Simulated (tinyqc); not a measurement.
Worked calculation: empirical pseudopotential in a few plane waves. Computed by tinyqc, a small Python program that keeps every step. Settings: plane-wave index or count = 15. Command: `OMP_NUM_THREADS=1 python tinyqc.py 29682 29683 out.jsonl` (the two numbers bound the seeds that draw the settings). One thread of a shared host (Intel(R) Xeon(R) Processor @ 2.60GHz), about 0.2 s of CPU time with the checks.

## Bloch Hamiltonian at k

Parameters chosen for this model: fcc lattice, atoms at +/- a/8 (1,1,1); form factors in rydberg at |G|^2 in units of (2 pi/a)^2:
```
parameter                 value      unit
a                      5.810000  angstrom
VS(3)                 -0.255000        Ry
VS(8)                  0.040000        Ry
VS(11)                 0.089000        Ry
VA(3)                         0        Ry
VA(4)                         0        Ry
VA(11)                        0        Ry
hbar^2/2m (2 pi/a)^2   4.455848        eV
```

k point k (2 pi / a): [0.160000, 0.490000, -0.060000]

Basis: the 15 shortest G (labels in 2 pi/a), the same at every k. H(G,G') = c |k + G|^2 delta + VS(|G-G'|^2) cos((G-G').tau) + i VA sin((G-G').tau), tau = a/8 (1,1,1); 1 Ry = 13.605693 eV.

H(k) at k (eV):
```
           +0+0+0     -1-1-1     -1-1+1     -1+1-1     -1+1+1     +1-1-1     +1-1+1     +1+1-1
+0+0+0   1.199960   2.453273  -2.453273  -2.453273  -2.453273  -2.453273  -2.453273  -2.453273
-1-1-1   2.453273   9.309604   0.000000   0.000000  -0.544228   0.000000  -0.544228  -0.544228
-1-1+1  -2.453273   0.000000   8.240200   0.544228   0.000000   0.544228   0.000000   0.000000
-1+1-1  -2.453273   0.000000   0.544228  18.043066   0.000000   0.544228   0.000000   0.000000
-1+1+1  -2.453273  -0.544228   0.000000   0.000000  16.973663   0.000000   0.544228   0.544228
+1-1-1  -2.453273   0.000000   0.544228   0.544228   0.000000  12.161347   0.000000   0.000000
+1-1+1  -2.453273  -0.544228   0.000000   0.000000   0.544228   0.000000  11.091943   0.544228
+1+1-1  -2.453273  -0.544228   0.000000   0.000000   0.544228   0.000000   0.544228  20.894809
+1+1+1   2.453273   0.000000  -0.544228  -0.544228   0.000000  -0.544228   0.000000   0.000000
-2+0+0   0.000000  -2.453273  -2.453273  -2.453273   2.453273   0.856240  -0.856240  -0.856240
+0-2+0   0.000000  -2.453273  -2.453273   0.856240  -0.856240  -2.453273   2.453273  -0.856240
+0+0-2   0.000000  -2.453273   0.856240  -2.453273  -0.856240  -2.453273  -0.856240   2.453273
+0+0+2   0.000000  -0.856240   2.453273  -0.856240  -2.453273  -0.856240  -2.453273   0.856240
+0+2+0   0.000000  -0.856240  -0.856240   2.453273  -2.453273  -0.856240   0.856240  -2.453273
+2+0+0   0.000000  -0.856240  -0.856240  -0.856240   0.856240   2.453273  -2.453273  -2.453273

           +1+1+1     -2+0+0     +0-2+0     +0+0-2     +0+0+2     +0+2+0     +2+0+0
+0+0+0   2.453273   0.000000   0.000000   0.000000   0.000000   0.000000   0.000000
-1-1-1   0.000000  -2.453273  -2.453273  -2.453273  -0.856240  -0.856240  -0.856240
-1-1+1  -0.544228  -2.453273  -2.453273   0.856240   2.453273  -0.856240  -0.856240
-1+1-1  -0.544228  -2.453273   0.856240  -2.453273  -0.856240   2.453273  -0.856240
-1+1+1   0.000000   2.453273  -0.856240  -0.856240  -2.453273  -2.453273   0.856240
+1-1-1  -0.544228   0.856240  -2.453273  -2.453273  -0.856240  -0.856240   2.453273
+1-1+1   0.000000  -0.856240   2.453273  -0.856240  -2.453273   0.856240  -2.453273
+1+1-1   0.000000  -0.856240  -0.856240   2.453273   0.856240  -2.453273  -2.453273
+1+1+1  19.825406  -0.856240  -0.856240  -0.856240  -2.453273  -2.453273  -2.453273
-2+0+0  -0.856240  16.171610   0.544228   0.544228  -0.544228  -0.544228   0.000000
+0-2+0  -0.856240   0.544228  10.289890   0.544228  -0.544228   0.000000  -0.544228
+0+0-2  -0.856240   0.544228   0.544228  20.092757   0.000000  -0.544228  -0.544228
+0+0+2  -2.453273  -0.544228  -0.544228   0.000000  17.953950   0.544228   0.544228
+0+2+0  -2.453273  -0.544228   0.000000  -0.544228   0.544228  27.756816   0.544228
+2+0+0  -2.453273   0.000000  -0.544228  -0.544228   0.544228   0.544228  21.875096
```

## Levels at k

Diagonalise the Hermitian matrix.

eigenvalues (eV): [-1.718210, 4.678095, 7.093239, 7.356690, 12.132650, 13.438985, 14.584567, 15.121100, 17.238973, 18.202988, 21.125353, 21.879949, 24.552506, 25.487733, 30.705498]

## Bands along a path

The same steps at evenly spaced points between the labelled ones.

Bands along the path (eV), lowest eight:
```
k            band 1    band 2    band 3    band 4     band 5     band 6     band 7     band 8
L         -0.574759  2.487211  7.663165  7.663165  11.339925  14.045191  14.045191  18.295010
L-G 0.25  -1.258190  3.390428  7.640225  7.640225  11.377029  13.857430  13.857430  18.069303
L-G 0.50  -2.029180  5.055233  7.826313  7.826313  11.671588  13.651981  13.651981  15.656375
L-G 0.75  -2.541573  6.989257  8.103395  8.103395  11.967938  13.133213  13.133213  13.422916
G         -2.717522  8.247926  8.247926  8.247926  11.429323  12.823317  12.823317  12.823317
G-X 0.25  -2.481967  6.927436  7.870751  7.870751  12.380068  12.712836  13.588708  13.588708
G-X 0.50  -1.780963  4.880092  7.232784  7.232784  11.716231  13.161431  15.380245  15.380245
G-X 0.75  -0.632285  2.933012  6.829245  6.829245  11.433723  12.119080  17.688057  17.688057
X          0.932437  1.234649  6.836739  6.836739  11.427590  11.737441  20.353872  20.353872
```

With 4 band(s) filled, the highest filled level on these points lies at G and the lowest empty one at L: a gap of 3.0920 eV, indirect. This holds for the small fixed basis; with all plane waves up to |k + G|^2 = 21 (2 pi/a)^2 the gap along the path is 2.90 eV.

## Convergence with the number of plane waves

Levels at G counted from the fourth one.

Levels (eV):
```
plane waves     level 1   level 5   level 8
9            -15.540839         0  2.176911
15           -10.965448  3.181398  4.575391
27           -10.141278  4.035255  4.461619
51           -10.309038  4.260867  4.685083
59           -10.411309  4.236126  4.436771
65           -10.441766  4.236126  4.370179
89           -10.377077  4.202026  4.427425
```
